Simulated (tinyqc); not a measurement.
Temperatures in a stack of 3 dies with leakage feedback: one step of the calculation.

One-dimensional heat flow to a sink below die 0. The power of each die is released in a plane at its top; from the plane of die j > 0 heat crosses its silicon (ts), a bond layer and the wiring of die j - 1; from die 0 it crosses t0, paste and sink. Copper shares the path through bond and wiring in parallel: k_eff = fm km + (1 - fm) k. Silicon is taken at the temperature of the plane above it. Leakage is P_l exp((T - 350 K)/Tl).

Question. Resistances per area at 300 K. R = thickness/conductivity for each layer.

Inputs (values chosen for the exercise); conductivities of the order met in silicon, wiring layers, bonds and pastes: conductivity of silicon at 300 K k0 = 143 W/(m K); thickness of a thinned die ts = 20 um; thickness of the die next to the sink t0 = 300 um; thickness of the wiring layers tb = 6 um; conductivity of the wiring layers kb = 3.6 W/(m K); thickness of a bond layer tg = 10 um; conductivity of the bond dielectric kg = 0.7 W/(m K); area share of copper through bond and wiring fm = 0.1; conductivity of copper km = 390 W/(m K); paste and lid Rt = 0.2 K cm^2/W; heat sink Rs = 0.96 K cm^2/W.

Find: thick die; thinned die; k_eff of the bond; k_eff of the wiring; bond plus wiring; paste plus sink.

Answer.

thick die = 0.020979 K cm^2/W
thinned die = 0.0013986 K cm^2/W
k_eff of the bond = 39.630 W/(m K)
k_eff of the wiring = 42.240 W/(m K)
bond plus wiring = 0.0039438 K cm^2/W
paste plus sink = 1.1600 K cm^2/W

Computed by the program tinyqc: `OMP_NUM_THREADS=1 python tinyqc.py 2162188 2162189 out.jsonl`, one thread of a shared Intel Xeon 2.30GHz, about 0.03 s for the whole run.
